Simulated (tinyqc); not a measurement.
Undoped symmetric double-gate MOSFET, analytic potential model: two steps of the calculation.

An undoped body of thickness ts between two equal insulators and tied gates; long channel, electrons only, n = ni exp((psi - V)/Vt) with V the quasi-Fermi potential (0 at the source, Vd at the drain), constant mobility, no quantisation. Across the body psi(x) = V - 2 Vt ln[(ts/(2 beta)) sqrt(q ni/(2 eps0 eps_r Vt)) cos(2 beta x/ts)], x from the centre. Q is the electron charge per area of the whole body.

Inputs (values chosen for the exercise); material values close to those of silicon: temperature T = 300 K; relative permittivity of the semiconductor eps_r = 11.5; body thickness ts = 10 nm; channel mobility mu = 380 cm^2/(V s); gate length L = 0.5 um; gate voltage Vg = 1.25 V; drain voltage Vd = 0.1 V.

Constants: q = 1.602176634e-19 C, kB = 1.380649e-23 J/K, Vt = kB T/q, eps0 = 8.8541878128e-14 F/cm where lengths are in cm. Results are converted to the units shown.

Problem 1. beta at the source by Newton steps in z = ln(tan beta). With V = 0, t = exp(z), beta = arctan(t): f = ln(beta) + (1/2) ln(1 + t^2) + 2 r beta t - (Vg - V0)/(2 Vt); with c = t/(1 + t^2), df/dz = c/beta + t c + 2 r t (c + beta); z(new) = z - f/(df/dz).

z after iteration 1 = 1.9320145
r = 0.6
V0 = 0.68164047 V

Find: beta; f; df/dz; z after iteration 2.

Solution 1.

beta = 1.4269
f = 3.1263
df/dz = 14.075
z after iteration 2 = 1.7099

Problem 2. Charges and drain current. beta (between 0 and pi/2) solves (Vg - V0 - V)/(2 Vt) = ln(beta) - ln(cos beta) + 2 r beta tan(beta). Q = 8 eps0 eps_r Vt beta tan(beta)/ts; I = mu (1/L)(4 eps0 eps_r/ts)(2 Vt)^2 [g(beta_s) - g(beta_d)] per width, g = beta tan(beta) - beta^2/2 + r beta^2 tan^2(beta), with beta_s at V = 0 and beta_d at V = Vd.

beta_s = 1.3871983
beta_d = 1.3505012
r = 0.6

Wanted: Qs; Qd; g(beta_s); g(beta_d); I.

Solution 2.

Qs = 1573 nC/cm^2
Qd = 1270 nC/cm^2
g(beta_s) = 39.99
g(beta_d) = 26.94
I = 108.0 uA/um

The term r beta^2 tan^2(beta), which gives the square law, makes up 83.7 % of g at the source.

Numbers from tinyqc (`OMP_NUM_THREADS=1 python tinyqc.py 2440163 2440164 out.jsonl`; about 0.03 s on one thread of a shared Intel Xeon 2.30GHz).
